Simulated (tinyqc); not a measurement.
Propagation of a band-gap error through k.p and effective-mass formulas, step by step. Values are carried at full precision from step to step, so a last printed digit may differ when a step is redone from the rounded ones.

Chain, for a gap E (the reference Eg or another value), with Ep and Dso kept: 1/me = 1 + Ep (E + 2 Dso/3)/(E (E + Dso)); g* = 2 - 2 Ep Dso/(3 E (E + Dso)); g1(E) = g1 + (Ep/3)(1/E - 1/Eg), g2(E) = g2 + (Ep/6)(1/E - 1/Eg), light hole 1/(g1 + 2 g2), heavy hole 1/(g1 - 2 g2) along [100]; optical constant ei(E) = 1 + (ei - 1)(EP/(EP + E - Eg))^2, static e0(E) = ei(E) + e0 - ei.

Constants: Ry = 13.60569312 eV; a0 (Bohr radius) = 0.5291772105 angstrom; kB = 8.617333262e-05 eV/K; hbar^2/2m0 = 3.80998211 eV angstrom^2.

Inputs chosen for the exercise (reference values near those of GaAs, gap at low temperature; the results hold for these values, not for the real material): Eg = 1.511 eV (gap at Gamma to the s-like level); Dso = 0.334 eV (spin-orbit splitting); Ep = 25.6 eV (Kane energy); g1 = 6.97 (Luttinger gamma1); g2 = 2.05 (gamma2); e0 = 12.8 (static dielectric constant); ei = 11.08 (optical dielectric constant); EP = 5.03 eV (mean (Penn) gap); Eg2 = 0.801 eV (a wrong gap, of the size a semi-local functional can give); mh = 0.63 m0 (density-of-states mass of the holes); T = 300 K (temperature); k = 0.014 1/angstrom (wave vector).

## Masses, g factor and screening for both gaps

Evaluate the chain at Eg and at Eg2.

Band values at the two gaps:
```
quantity       at Eg   at Eg2  ratio
me           0.05910  0.03353  0.567
g*          -0.04472   -4.270      -
g1             6.970    11.98  1.718
g2             2.050    4.553  2.221
light hole   0.09033  0.04743  0.525
heavy hole    0.3484   0.3484  1.000
ei             11.08    14.67  1.324
e0             12.80    16.39  1.280
```

The gap is off by a factor of 0.53; the electron mass follows with 0.57 and the light hole with 0.53, while the heavy hole, which does not couple to the conduction level, keeps its value. The optical constant changes less, by +32 %, as it answers to the mean gap, which shifts by the same -0.71 eV on a base of 5.03 eV. g* moves by -4.23; near zero it is a difference of larger terms, and remote bands, left out here, shift it by tenths.

## Binding energies and densities for both gaps

Donor: R = Ry me/e0^2, a_B = a0 e0/me, Mott density (0.26/a_B)^3. Nc, Nv = 2 (m kT/(4 pi c))^(3/2), c = hbar^2/2m0, ni = sqrt(Nc Nv) exp(-E/2kT). Exciton: Ry mu/e0^2 with 1/mu = 1/me + g1(E). 1 angstrom^-3 = 1e24 cm^-3.

Use the values of the table.

Results:
```
quantity                  at Eg     at Eg2     ratio
R (meV)                   4.908      1.699     0.346
a_B (angstrom)            114.6      258.6      2.26
Mott density (cm^-3)  1.168e+16  1.016e+15    0.0870
Nc (cm^-3)            3.606e+17  1.541e+17     0.427
ni (cm^-3)            4.324e+05  2.600e+11  6.01e+05
exciton (meV)             3.476      1.212     0.349
```

Power laws carry the error on: the donor energy (me/e0^2) by a factor of 0.346, the Mott density (cube of me/e0) by 0.0870. ni, with its exponential, changes by a factor of 6.01e+05, that is 5.8 decades.

## A scissor shift and what it does not mend

A rigid shift D = Eg - Eg2 of the conduction band restores the gap but leaves the curvature, so the mass stays me(Eg2); redoing the sum 1/m = 1 + Ep (E + 2 Dso/3)/(E (E + Dso)) with E = Eg and the same Ep gives another mass. For optics, eps2 at the edge goes as |p|^2/E^2: a rigid shift keeps the dipole elements p/E, while shifting the energies under unchanged p scales eps2 by (Eg2/Eg)^2.

shift D = 0.710 eV
mass under a rigid shift = 0.0335 m0
mass from the sum with the corrected gap = 0.0591 m0
factor on eps2 if p is left unscaled = 0.281

The rigid shift leaves the mass off by a factor of 0.57. The mass from the corrected gap is the reference me(Eg) here, because the exercise keeps Ep fixed; a real correction of the gap depends on k and changes Ep as well.

## Far from the edge the relative error shrinks

Two-level dispersion E(k) = sqrt(E^2/4 + Ep c k^2) - E/2 at k/4, k, 4k for both gaps, c = hbar^2/2m0.

Energies above the edge:
```
k (1/angstrom)  at Eg (eV)  at Eg2 (eV)  ratio
0.00350             0.0008       0.0015  1.884
0.01400             0.0125       0.0232  1.849
0.05600             0.1808       0.2823  1.562
```

The ratio tends to Eg/Eg2 = 1.89 at k = 0 and goes from 1.884 to 1.562: at large k both curves approach the same slope sqrt(Ep c), while their distance in eV grows towards |Eg - Eg2|/2.

## Checks

- Chain at E = Eg against the inputs g1, g2, ei, e0: they agree to 1e-10 or better.

Program tinyqc; command `OMP_NUM_THREADS=1 python tinyqc.py 1881265 1881266 out.jsonl`; about 0.01 s on one thread of a shared Intel(R) Xeon(R) Processor @ 2.30GHz.
